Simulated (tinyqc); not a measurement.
Inside a calculation. Model: threshold-voltage variability of a planar MOSFET, analytic estimates.

Numbers from tinyqc (`OMP_NUM_THREADS=1 python tinyqc.py 2090103 2090104 out.jsonl`; about 0.02 s on one thread of a shared Intel Xeon 2.30GHz). Printed values are rounded.

Three independent sources add in quadrature: random dopants in the depleted layer, metal-gate grains of two orientations, and roughness of the two gate edges acting through the roll-off VT = VT(long) - Vr exp(-L/l). These are first-order estimates: no three-dimensional electrostatics, no percolation.

Inputs (values chosen for the exercise); material values close to those of silicon:
```
symbol,value,unit,meaning
T,293,K,temperature
Eg,1.11,eV,band gap
eps_r,11.8,,relative permittivity of the semiconductor
Nc,2.65e19,cm^-3,conduction-band density of states at T
Nv,2.55e19,cm^-3,valence-band density of states at T
Na,1.4e18,cm^-3,channel doping
ti,1.9,nm,oxide-equivalent thickness in inversion
L,20,nm,gate length
W,86,nm,gate width
G,10,nm,metal grain size
dW,0.2,eV,work-function difference of the two grain orientations
p,0.6,,share of the orientation of higher work function
De,1.6,nm,rms roughness of one gate edge
La,10,nm,correlation length of the roughness
l,4.6,nm,decay length of the threshold roll-off
Vr,2.3,V,prefactor of the roll-off
n,1.42,,subthreshold factor
gI,25,1/V,gm/I of a matched pair
sb,2.1,%,spread of the gain factor of one device
Nb,33554432,,number of cells
Y,0.99,,wanted yield
```

Constants: q = 1.602176634e-19 C, kB = 1.380649e-23 J/K, Vt = kB T/q, eps0 = 8.8541878128e-14 F/cm where lengths are in cm. Results are converted to the units shown.

Range of the model: The depletion depth exceeds L, so source and drain share much of the charge and the dopant estimate is rough. gI s exceeds 0.2, so the linear formula for the current mismatch is only a rough guide.

## Random dopants

ni = sqrt(Nc Nv) exp(-Eg/(2 Vt)), Eg in volts; Cox = 3.9 eps0/ti; Wd = sqrt(4 eps0 eps_r Vt ln(Na/ni)/(q Na)); dopants: s1 = (q/Cox) sqrt(Na Wd/(3 L W)). The slope A1 = s1 sqrt(L W); mean number of dopants Na L W Wd.

Cox = 1.817439 uF/cm^2
Wd = 29.94372 nm
mean number of dopants = 72.10448
A1 = 1.042094 mV um
s1 = 25.12712 mV

Counting alone, 1/sqrt(N) of the depletion voltage q Na Wd/Cox = 370 mV, would give sqrt(3) times more: dopants deep in the layer act less on the surface.

## Metal grains and edge roughness

Grains: Ng = L W/G^2 (at least 1), s2 = dW sqrt(p (1 - p)/Ng). Edges, with exponential correlation and u = W/La: the mean gate length has sL^2 = 2 De^2 (2/u)[1 - (1 - exp(-u))/u]; s3 = sL (Vr/l) exp(-L/l).

Ng = 17.2
s2 = 23.62498 mV
sL = 1.025802 nm
dVT/dL = 6.467451 mV/nm
s3 = 6.634324 mV

## Total spread, mismatch and leakage

s = sqrt(s1^2 + s2^2 + s3^2). For a pair: s(dVT) = sqrt(2) s; current mismatch sqrt(2) sqrt((gI s)^2 + sb^2); input offset = current mismatch/gI. For a Gaussian VT the off current is log-normal with mean/median = exp(s^2/(2 (n Vt)^2)).

s = 35.12159 mV
s(dVT) = 49.66943 mV
current mismatch = 124.2091 %
input offset = 49.68363 mV
mean/median of Ioff = 1.615752

The dopants give 51.2 % of the variance; without them s would be 24.5 mV. A current mismatch this large is beyond the linear estimate.

## Iteration 1: margin in standard deviations for the wanted yield

k at the start = 4

Cells fail independently with probability Q(k) = erfc(k/sqrt(2))/2 when the margin is k standard deviations, and Y = exp(-Nb Q(k)). phi = exp(-k^2/2)/sqrt(2 pi). Newton steps on ln Q(k) = ln(-ln(Y)/Nb): k(new) = k + [ln Q - ln(-ln(Y)/Nb)] Q/phi.

Q(k) = 3.167124e-5
phi = 1.338302e-4
k after iteration 1 = 6.737767

## Iteration 2: margin in standard deviations for the wanted yield

As before.

Q(k) = 8.041968e-12
phi = 5.533089e-11
k after iteration 2 = 6.211985

## Course of the iteration: margin in standard deviations for the wanted yield

Stop when k changes by less than 1e-9, or after 30 iterations.

Course of the iteration:
```
iteration         k  |change|
1          6.737767      2.74
2          6.211985     0.526
3          6.190716    0.0213
4          6.190681   3.48e-5
5          6.190681  9.35e-11
```

Converged in 5 iterations. At the end the number of correct digits about doubles with each step. With s(dVT) = 49.7 mV, 6.19 standard deviations are 307 mV.
